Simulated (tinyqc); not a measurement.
# From omega_LO back to eps_inf

Model: single-oscillator infrared dielectric function of a polar cubic crystal. Computed by tinyqc, a small Python program. Command: `OMP_NUM_THREADS=1 python tinyqc.py 3020289 3020290 out.jsonl infrared inv`. One thread of a shared host (Intel(R) Xeon(R) Processor @ 2.30GHz), about 0.01 s of CPU time with the checks.

One ion pair, charges +Z* and -Z*, in a cell of volume Omega = a^3/4. Frequencies omega are given as wavenumbers (1/cm); eps_s is the static dielectric constant.

Inputs (values chosen for the exercise, modelled on cadmium telluride):

| quantity | value | unit |
|---|---|---|
| lattice constant a | 6.48 | angstrom |
| mass M_A | 112.41 | u |
| mass M_B | 127.6 | u |
| omega_TO | 140 | 1/cm |
| Born charge Z* | 2.23 | e |

Structure: zinc blende. Free carriers: absent.

Constants: nu for 1 eV/(angstrom^2 u) = 15.6333042 THz; 1 THz = 33.35640952 1/cm; e^2/(4 pi eps_0) = 14.39964548 eV angstrom.

Method. mu = M_A M_B/(M_A + M_B); ionic plasma term W^2 = 4 pi Z*^2 (e^2/(4 pi eps_0))/(Omega mu) in eV/(angstrom^2 u), turned into 1/cm by W = 15.6333042 x 33.35640952 x sqrt(W^2); omega_LO^2 = omega_TO^2 + W^2/eps_inf; eps_s = eps_inf + W^2/omega_TO^2; Szigeti charge 3 Z*/(eps_inf + 2); longitudinal (Callen) charge Z*/eps_inf.

Problem. A run gave the result below. Find the eps_inf, known to lie between 4.9 and 9.3.

omega_LO = 167.3767 1/cm

Solution.

Each step takes the trial c = (a f_b - b f_a)/(f_b - f_a), f being the result less the target and a, b, c the logarithms of the listed values; c replaces end b, the old b replaces a if the sign of f changed, and otherwise f_a is halved.

Scan of the range:

| eps_inf | omega_LO (1/cm) |
|---|---|
| 4.90 | 178.561 |
| 5.45 | 175.056 |
| 6.07 | 171.803 |
| 6.75 | 168.871 |
| 7.51 | 166.177 |
| 8.36 | 163.707 |
| 9.30 | 161.469 |

False position (Illinois rule, in the logarithm of the input) inside the bracket:

| step | end a | end b | trial | omega_LO (1/cm) |
|---|---|---|---|---|
| 1 | 6.75000 | 7.51000 | 7.16157 | 167.347 |
| 2 | 6.75000 | 7.16157 | 7.14518 | 167.404 |
| 3 | 7.16157 | 7.14518 | 7.15300 | 167.377 |
| 4 | 7.14518 | 7.15300 | 7.15300 | 167.377 |

omega_LO falls at every point of a 13-point scan of the range (every second point is shown), so one value fits; it is bracketed by 6.75 and 7.51. Answer: eps_inf = 7.153.
